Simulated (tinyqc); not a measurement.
## p-i-n power rectifier, conductivity modulation at high injection: forward voltage and stored charge against the rated breakdown voltage of the drift layer

A drift layer from x = -d to d (2 d = W) between ideal p+ and n+ emitters (no recombination in them). High injection, n = p, ambipolar diffusion with one lifetime; both mobilities scale as (T/300 K)^(-bt).

Triangular field at breakdown with Ec = Kc N^(1/8): BV = eps0 eps_r Ec^2/(2 q N), so N = (eps0 eps_r Kc^2/(2 q BV))^(4/3); W = 2 BV/Ec; mu = mud (T/300 K)^(-bt); rho = 1/(q mu N); ideal resistance rho W. Da = 2 mun mup Vt/(mun + mup), La = sqrt(Da tau), B = (mun - mup)/(mun + mup) with mun = mud (T/300 K)^(-bt), mup likewise; n(x) = (tau J/(2 q La)) [cosh(x/La)/sinh(d/La) - B sinh(x/La)/cosh(d/La)]. Ohmic drop: integral of J/(q (mun + mup) n); diffusion (Dember) drop Vt B ln(n(-d)/n(d)); both junctions together Vt ln(n(-d) n(d)/ni^2), ni = sqrt(Nc Nv) exp(-Eg/(2 Vt)), Eg in volts; V_F = the sum; stored charge q times the integral of n. Integrals on a fine grid. Peak reverse current if all stored charge left in a linear ramp without recombination (an upper bound): sqrt(2 a Q). Rows where n falls below the doping are left out.

Values chosen for this exercise; bulk values close to those of silicon: temperature T = 400 K; relative permittivity eps_r = 11.5; critical-field constant Kc = 4150 V/cm per (cm^-3)^(1/8); drift mobility at 300 K mud = 1250 cm^2/(V s); temperature exponent of the drift mobility bt = 2.4; hole mobility at 300 K mup = 434 cm^2/(V s); band gap Eg = 1.12 eV; conduction-band density of states at T Nc = 4.31e19 cm^-3; valence-band density of states at T Nv = 4.08e19 cm^-3; forward current density J = 20 A/cm^2; ramp rate of the current at turn-off a = 190 A/(cm^2 us); high-level lifetime tau = 4.5e-7 s.

Constants: q = 1.602176634e-19 C, kB = 1.380649e-23 J/K, Vt = kB T/q, eps0 = 8.8541878128e-14 F/cm where lengths are in cm. Results are converted to the units shown.

The same in every row: sqrt(2 a Q) (A/cm^2) = 58.48.

Result of one run:

| d/La | drift drop, ohmic and diffusion (V) | junction drops (V) | V_F (V) | Q (uC/cm^2) | lowest n over N | J rho W (V) |
|---|---|---|---|---|---|---|
| 1.747 | 0.2110 | 0.5578 | 0.7688 | 9.000 | 19.32 | 7.498 |

Which rated breakdown voltage of the drift layer BV gave this result: 100, 190, 370, 520 or 1000 V?

BV = 1000 V.

The whole series:

| BV (V) | d/La | drift drop, ohmic and diffusion (V) | junction drops (V) | V_F (V) | Q (uC/cm^2) | lowest n over N | J rho W (V) |
|---|---|---|---|---|---|---|---|
| 100 | 0.1190 | 9.746e-4 | 0.7077 | 0.7086 | 9.000 | 23.46 | 0.02371 |
| 140 | 0.1762 | 0.002131 | 0.6810 | 0.6831 | 9.000 | 24.69 | 0.05499 |
| 190 | 0.2517 | 0.004327 | 0.6571 | 0.6614 | 9.000 | 25.75 | 0.1180 |
| 270 | 0.3792 | 0.009725 | 0.6305 | 0.6402 | 9.000 | 26.71 | 0.2840 |
| 370 | 0.5477 | 0.01998 | 0.6081 | 0.6280 | 9.000 | 27.05 | 0.6244 |
| 520 | 0.8147 | 0.04336 | 0.5863 | 0.6297 | 9.000 | 26.30 | 1.462 |
| 720 | 1.191 | 0.09242 | 0.5693 | 0.6617 | 9.000 | 23.89 | 3.298 |
| 1000 | 1.747 | 0.2110 | 0.5578 | 0.7688 | 9.000 | 19.32 | 7.498 |

V_F goes from 0.709 through a minimum of 0.628 (at BV = 370 among the rows listed) to 0.769 V; the drift drop rises from 9.75e-4 to 0.211 V and the junction drops fall from 0.708 to 0.558 V. The unipolar drop J rho W is below V_F for BV up to 370.

Computed by the program tinyqc: `OMP_NUM_THREADS=1 python tinyqc.py 2230107 2230108 out.jsonl`, one thread of a shared Intel Xeon 2.30GHz, about 0.01 s for the whole run.
